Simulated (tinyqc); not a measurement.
Two-dimensional dopant profile at a mask edge: lateral junction, overlap and effective channel length: one step, computed by the program tinyqc.

Ions enter for y < 0; the mask (spacer, then gate) covers y > 0. x is the depth. The surface reflects dopant during the anneal.

Task: Junction contour. Widths s_x^2 = (vertical straggle)^2 + 2 D t, s_y^2 = (lateral straggle)^2 + 2 D t. C(x, y) = V(x) (1/2) erfc(y/(sqrt2 s_y)), V(x) = Q/(sqrt(2 pi) s_x) [exp(-(x - R_p)^2/(2 s_x^2)) + exp(-(x + R_p)^2/(2 s_x^2))]; 1 nm = 1e-7 cm. The lateral junction at depth x solves C = C_B: y_j(x) = sqrt2 s_y erfc^-1(2 C_B/V(x)). Depths are 0, 0.15, 0.3, 0.45, 0.6, 0.75, 0.9 and 0.97 of x_j.

Inputs (values chosen for the exercise, modelled on a source-drain extension in silicon): dose Q = 1.6e+14 1/cm^2; projected range R_p = 14 nm; channel doping C_B = 2.2e+17 1/cm^3.

vertical junction x_j = 41.66910 nm

s_x = 8.064738 nm

s_y = 7.515983 nm

Give: Contour.

Result:

Contour:
```
x/x_j,x (nm),V (1/cm^3),y_j (nm)
0.00,0.00,3.508e+19,18.76
0.15,6.25,5.326e+19,19.85
0.30,12.50,7.815e+19,20.81
0.45,18.75,6.656e+19,20.41
0.60,25.00,3.121e+19,18.45
0.75,31.25,8.031e+18,14.43
0.90,37.50,1.133e+18,6.48
0.97,40.42,3.700e+17,-1.80
```

The contour reaches furthest, 20.81 nm, at x/x_j = 0.3 among these rows, below the surface, where punch-through would start. It crosses the mask edge where V = 2 C_B.
